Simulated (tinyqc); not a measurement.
Planar ballistic transistor, top-of-the-barrier model: one step of the calculation.

At the top of the source barrier, states moving towards the drain are filled by the source (Fermi level 0) and states moving back by the drain (Fermi level -q Vd); nothing scatters. U is the shift of the band edge there, set by the capacitances CG, CD and CS (the total) and by the charge. Parabolic two-dimensional band; the source is grounded.

Problem. Self-consistent potential at the barrier top. eta1 = -(E0 + U)/Vt, eta2 = eta1 - Vd/Vt, n = (N0/2)[F_0(eta1) + F_0(eta2)], F_0(x) = ln(1 + exp x). U(out) = UL + q (n - n0)/CS. Newton step: U(new) = U + (U(out) - U)/(1 + CQ/CS), CQ = (q/Vt) dn/d(eta1) with both F' summed; F_0'(x) = 1/(1 + exp(-x)).

Inputs (values chosen for the exercise); mass and valleys close to those of a monolayer dichalcogenide: temperature T = 250 K; band edge at the barrier top above the source Fermi level at zero bias E0 = 0.15 eV; drain voltage Vd = 0.1 V.

Constants: q = 1.602176634e-19 C, kB = 1.380649e-23 J/K, Vt = kB T/q. Results are converted to the units shown.

U after iteration 1 = -0.22642970 eV
N0 = 8.9273336e12 cm^-2
CS = 6.9901483 uF/cm^2
n0 = 8.4459674e9 cm^-2
UL = -0.4773 eV

Give: eta1; eta2; n; U(out); CQ; U after iteration 2.

Solution.

eta1 = 3.5477
eta2 = -1.0941
n = 1.7252e13 cm^-2
U(out) = -0.082076 eV
CQ = 40.595 uF/cm^2
U after iteration 2 = -0.20522 eV

Computed by the program tinyqc: `OMP_NUM_THREADS=1 python tinyqc.py 2400143 2400144 out.jsonl`, one thread of a shared Intel Xeon 2.30GHz, about 0.01 s for the whole run.
